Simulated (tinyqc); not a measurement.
Gain factor and gap resistance from two string resistances.

Question. At small bit-line voltage each of the 96 cells has the resistance 1/(K x) at overdrive x (no mobility reduction) in series with a gap resistance Rg. Find K, Rg and the share of the gaps at the higher overdrive.

resistance of a string of 96 equal cells at overdrives of 3.9 and 8.2 V (kohm): [2695.9638, 1936.6657]

Answer. The resistance per cell is a straight line in 1/x with slope 1/K and intercept Rg.

K = 17.0 uA/V^2
Rg = 13.0 kohm
share of the gaps = 64.4 %

Program tinyqc, `OMP_NUM_THREADS=1 python tinyqc.py 2142242 2142243 out.jsonl`; Intel Xeon 2.30GHz, shared host, one thread, about 0.3 s.
